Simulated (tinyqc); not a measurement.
From ballistic to localised: localisation in a chain with random site energies (transfer matrices).

Hopping -t; leads with site energy 0, E = -2t cos(ka). psi_(j+1) = ((e_j - E)/t) psi_j - psi_(j-1), a product of matrices M_j = [[(e_j - E)/t, -1], [1, 0]]. For M = M_N ... M_1 the transmission is T = 4 sin^2(ka)/|M21 - M12 + M22 exp(ika) - M11 exp(-ika)|^2. Long samples draw e_j = W (x_j/2147483647 - 1/2) from x_j = 16807 x_(j-1) mod 2147483647, starting at x0. The localisation length xi, in sites, is defined by ln T = -2N/xi on average; weak disorder gives xi = 24 (4t^2 - E^2)/W^2, and the mean free path for backscattering is xi/2.

Values chosen for the exercise:
- t = 1.36 eV (hopping)
- E = -1.95 eV (energy)
- W = 2.71 eV (full width of the disorder)
- x0 = 2517 (start of the number sequence)

200 samples of each length, cut one after another from the start of the sequence. Typical T = exp(mean ln T). Ohmic: 1/(1 + 2N/xi); localised: exp(-2N/xi), both with the weak-disorder xi.

Transmission:

| N | mean T | typical T | spread of ln T | ohmic | localised |
|---|---|---|---|---|---|
| 2 | 0.760 | 0.738 | 0.258 | 0.746 | 0.711 |
| 5 | 0.491 | 0.417 | 0.630 | 0.540 | 0.427 |
| 10 | 0.282 | 0.167 | 1.154 | 0.370 | 0.182 |
| 20 | 0.135 | 0.0308 | 2.003 | 0.227 | 0.0332 |
| 40 | 0.0375 | 0.00103 | 3.443 | 0.128 | 0.00111 |
| 80 | 0.00129 | 6.33e-07 | 5.192 | 0.0684 | 1.22e-06 |

What does the comparison show?

With xi = 11.8 sites, mean and typical T are 0.491 and 0.417 at N = 5, and 0.00129 and 6.33e-07 at N = 80, where ln T scatters by 5.2. The slope of ln(typical T) between 40 and 80 sites gives xi = 10.8, uncertain by about 6 % from the scatter of 200 samples. At N = 80 the ohmic law gives 1.08e+05 times the typical value: a single channel has no ohmic range beyond a mean free path, and the mean is carried by rare resonant samples.

(tinyqc, `OMP_NUM_THREADS=1 python tinyqc.py 1451067 1451068 out.jsonl`, Intel(R) Xeon(R) Processor @ 2.30GHz, 1 thread, shared host, about 0.08 s.)
